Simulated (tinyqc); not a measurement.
# Trap density and cross-section from the conductance peak

Inverse problem. For a continuum of interface traps on an n-type substrate Gp/w peaks at 2 pi f tau = 1.9803 with the height 0.40237 q Dit, and tau = 1/(sn vth Nd exp(psi/Vt)) with psi = ps. Find Dit, tau and sn.

Values chosen for this exercise:
- T = 300 K (temperature)
- Nd = 1.2e17 cm^-3 (donor density)
- ps = -0.241 V (band bending psi)
- vth = 2.3e7 cm/s (thermal velocity)

Constants: q = 1.602176634e-19 C, kB = 1.380649e-23 J/K, Vt = kB T/q. Results are converted to the units shown.

peak Gp/w = 2.1274038 nF/cm^2
frequency of the peak = 2955.4389 Hz

Solution. The height gives Dit, the position tau, and tau with the surface density gives sn.

Dit = 3.30e10 cm^-2 eV^-1
tau = 1.07e-4 s
sn = 3.80e-17 cm^2

Program tinyqc, `OMP_NUM_THREADS=1 python tinyqc.py 2030039 2030040 out.jsonl`; Intel Xeon 2.30GHz, shared host, one thread, about 0.01 s.
